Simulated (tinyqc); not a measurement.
Switching field against angle and time: single-domain magnet: Stoner-Wohlfarth switching, Neel-Arrhenius retention, LLG dynamics and spin torque. Computed by tinyqc, a small Python program. Command: `OMP_NUM_THREADS=1 python tinyqc.py 3017415 3017416 out.jsonl macro walk`. One thread of a shared host (Intel(R) Xeon(R) Processor @ 2.30GHz), about 0.09 s of CPU time with the checks.

The moment is uniform, with unit vector m; z is the easy axis. mu_0 = 1.25663706212e-6 T m/A, gamma = 1.76085963023e11 rad/(s T).

Inputs (values chosen for the exercise, for a model magnet):
```
quantity                         value    unit
saturation magnetisation M_s       859    kA/m
diameter d                          12      nm
aspect ratio p                     4.5       -
bulk anisotropy K_u                9.4  kJ/m^3
exchange stiffness A                30    pJ/m
temperature T                      300       K
attempt frequency f0                 1     GHz
waiting time t_w              3.15e+08       s
```

Shape: prolate spheroid, easy axis along it.

Constants: k_B = 1.380649e-23 J/K.

Method:
- N_z = [p ln(p + sqrt(p^2 - 1))/sqrt(p^2 - 1) - 1]/(p^2 - 1); V = pi d^3 p/6; K_eff = K_u + K_shape, K_shape = -(mu_0 M_s^2/4)(3 N_z - 1); mu_0 H_K = 2 K_eff/M_s.
- Delta = K_eff V/(k_B T); tau = exp(Delta)/f0; probability of a flip within t_w: P = 1 - exp(-t_w/tau). Wall width parameter sqrt(A/K_eff); a two-domain state costs 4 sqrt(A K_eff) times the cross-section that the wall cuts (pi d^2/4).
- Energy over K_eff V: e(theta) = sin^2(theta) + 2 h cos(theta - psi) for m at the angle theta from +z and a field that points at psi from -z (it pulls m away from +z towards negative theta); h_sw = (cos^(2/3) psi + sin^(2/3) psi)^(-3/2).
- Switching field at T: the h at which the exact barrier equals ln(f0 t_w/ln 2) k_B T (0 if the zero-field barrier is lower). Sharrock form: h_sw [1 - (ln(f0 t_w/ln 2)/Delta)^(1/n)], n = 0.86 + 1.14 h_sw.

stability factor Delta = 193.051

Fields over H_K:
```
psi (degrees)  h_sw at T = 0  thermal, exact barrier  thermal, Sharrock form
1                    0.90707                 0.52470                 0.50855
10                   0.67381                 0.42813                 0.41498
20                   0.57365                 0.37312                 0.36863
30                   0.52402                 0.34399                 0.34407
45                   0.50000                 0.32953                 0.33178
60                   0.52402                 0.34399                 0.34407
75                   0.61466                 0.39632                 0.38811
89                   0.90707                 0.52470                 0.50855
```

At T = 0 the field is least at 45 degrees, H_K/2, and symmetric about it. Thermal help lowers it to 58 % at 1 degree and 66 % at 45 degrees; the Sharrock form misses the exact barrier by at most about 0.016 H_K, at psi = 1 (and its mirror angle).

Extremes, crossings and ranges named in words are read from the listed rows.
